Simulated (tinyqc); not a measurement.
Three voltage laws: time-dependent dielectric breakdown: cell percolation, Weibull statistics, area scaling and voltage extrapolation. Computed by tinyqc, a small Python program. Command: `OMP_NUM_THREADS=1 python tinyqc.py 3008924 3008925 out.jsonl tddb walk`. One thread of a shared host (Intel(R) Xeon(R) Processor @ 2.30GHz), about 0.01 s of CPU time with the checks.

The oxide is divided into columns of area a^2, each holding m = t_ox/a cells (m is taken as continuous). A share lambda(t) = (t/t_1)^alpha of the cells is defective, and a column whose cells are all defective breaks down.

Inputs (values chosen for the exercise, for a model gate oxide):

| quantity | value | unit |
|---|---|---|
| oxide thickness t_ox | 5.2 | nm |
| defect cell size a | 1.2 | nm |
| exponent alpha of defect growth | 0.3 | - |
| time t_1 at which the occupied share would reach 1 | 6.9e+10 | s |
| test area A | 3000 | um^2 |
| product area A_u | 2e+06 | um^2 |
| stress voltage V | 7.13 | V |
| use voltage V_u | 3 | V |
| local exponent n = -d ln t/d ln V at the stress voltage | 48 | - |
| activation energy E_a | 0.52 | eV |
| stress temperature T | 140 | C |
| use temperature T_u | 55 | C |
| allowed failure fraction F | 0.001 | - |

Voltage law used: 1/E.

Constants: k_B = 8.617333262e-05 eV/K.

Method:
- Failure fraction F = 1 - (1 - lambda^m)^N with N = A/a^2 columns, which for small lambda^m is 1 - exp(-(t/t63)^beta) with beta = alpha m and t63 = t_1 N^(-1/beta); critical share lambda(t63) = N^(-1/m). 1 um^2 = 1e6 nm^2.
- All three voltage laws share the slope n at the stress voltage. Factor t(V_u)/t(V): E law exp(n (1 - V_u/V)); 1/E law exp(n (V/V_u - 1)); power law (V/V_u)^n.
- Temperatures in kelvin are T(C) + 273.15.
- Temperature factor exp[(E_a/k_B)(1/T_u - 1/T)]; area factor (A/A_u)^(1/beta); percentile factor (-ln(1 - F))^(1/beta); life = t63 x all four; 1 year = 3.15576e7 s.
- Life = t63 x voltage, temperature, area and percentile factors, the last three as above.

projected life = 1.07881e+22 years

voltage factor = 4.99091e+28

Log10 of the life in years:

| V_u/V | V_u (V) | E law | 1/E law | power law |
|---|---|---|---|---|
| 1.00 | 7.1300 | -6.6652 | -6.665 | -6.665 |
| 0.95 | 6.7735 | -5.6229 | -5.568 | -5.596 |
| 0.90 | 6.4170 | -4.5806 | -4.349 | -4.469 |
| 0.80 | 5.7040 | -2.4960 | -1.454 | -2.014 |
| 0.70 | 4.9910 | -0.4114 | 2.269 | 0.770 |
| 0.60 | 4.2780 | 1.6732 | 7.232 | 3.984 |
| 0.50 | 3.5650 | 3.7578 | 14.181 | 7.784 |
| 0.40 | 2.8520 | 5.8424 | 24.604 | 12.436 |

At V_u/V = 0.9 the laws differ by 0.23 decades at most, and at 0.5 by 10.4. The E law is the most cautious and the 1/E law the most hopeful. Ten years are reached at V_u/V = 0.632 (E), 0.731 (1/E), 0.692 (power). Caution: t_1 is an input here; in a real oxide it changes with thickness at fixed voltage. Caution: a voltage factor of more than nine decades rests wholly on the chosen law and cannot be tested. Caution: the rows at low voltage extrapolate over many decades and cannot be tested.
